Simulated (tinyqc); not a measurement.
Coverage against grain size: equilibrium and kinetic segregation of a solute to boundaries and growing surfaces. Computed by tinyqc, a small Python program. Command: `OMP_NUM_THREADS=1 python tinyqc.py 3019633 3019634 out.jsonl segreg walk`. One thread of a shared host (Intel(R) Xeon(R) Processor @ 2.30GHz), about 0.01 s of CPU time with the checks.

Inputs (values chosen for the exercise, for a model alloy):
```
quantity                              value  unit
segregation energy Q                  0.364    eV
interaction z w (positive attracts)  0.0066    eV
total solute fraction x0             0.0062     -
temperature T                          1025     K
boundary thickness delta               0.66    nm
```

Isotherm: Fowler-Guggenheim.

Constants: k_B = 8.617333262e-05 eV/K.

Method. With theta the solute fraction on boundary sites and x that in the grains, theta/(1 - theta) = [x/(1 - x)] exp[(Q + z w theta)/(k_B T)]. Finite grains: boundary sites are the fraction f = 3 delta/d, and x0 = (1 - f) x + f theta; solve both equations for theta; share at boundaries = f theta/x0.

At T:
```
d (nm)    theta  x in the grains  share at boundaries (%)
15      0.04228        0.0007136                   90.010
30      0.07535        0.0013133                   80.215
60      0.12234        0.0022365                   65.118
120     0.17455        0.0033756                   46.452
250     0.22032        0.0044906                   28.144
500     0.24840        0.0052371                   15.866
1000    0.26445        0.0056877                    8.445
5000    0.27832        0.0060922                    1.778
```

What does the comparison show, and why?

From the largest grains to the smallest the share at boundaries rises from 1.8 to 90 %, and x/x0 falls to 0.12. In the dilute limit x/x0 = 1/(1 - f + f exp(Q/(k_B T))), which gives 0.11 at 15 nm.

Extremes, crossings and ranges named in words are read from the listed rows.
